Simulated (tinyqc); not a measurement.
# Scale length and length offset from two DIBL values

Problem. DIBL = exp(-Le/(2 l)) + 2 exp(-Le/l) with Le = L - dL. Find l, dL and the drawn length for a DIBL of 100 mV/V.

DIBL at drawn lengths 100 and 190 nm (mV/V): 93.016167  7.6182728

Answer. With e = exp(-Le/(2 l)), 2 e^2 + e = DIBL gives e and so Le/l at each length; Le/l is a straight line in L with slope 1/l.

l = 19.0 nm
dL = 4.10 nm
length for 100 mV/V = 97.6 nm

Program tinyqc, `OMP_NUM_THREADS=1 python tinyqc.py 2002041 2002042 out.jsonl`; Intel Xeon 2.30GHz, shared host, one thread, about 0.01 s.
